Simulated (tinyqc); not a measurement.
Four-point probe, van der Pauw, Hall and spreading-resistance readings of a semiconductor layer: one step, computed by the program tinyqc. Command: `OMP_NUM_THREADS=1 python tinyqc.py 3113716 3113717 out.jsonl probe walk`. One thread of a shared host (Intel(R) Xeon(R) Processor @ 2.30GHz), about 0.01 s of CPU time with the checks.

The layer is uniform and ohmic; contacts are points unless a radius is given.

Task: Spreading resistance. Flat disc contact with the current density of a half-space: R = (rho/(4 a)) c, c = (4/pi) int_0^infinity K(x t/a) sin(x) J1(x)/x^2 dx for a conducting backing, K = tanh, with the voltage averaged over the disc; c tends to 1 for t >> a.

Inputs (values chosen for the exercise, modelled on n-type silicon): layer thickness t = 1800 micrometre; radius a of the spreading-resistance contact = 2.3 micrometre.

Backing of the layer: conducting.

resistivity rho = 0.005380611 ohm cm

Give: rho/(4 a); factor c; spreading resistance; column estimate rho t/(pi a^2).

Result:

rho/(4 a) = 5.848 ohm

factor c = 0.9994

spreading resistance = 5.845 ohm

column estimate rho t/(pi a^2) = 5828 ohm
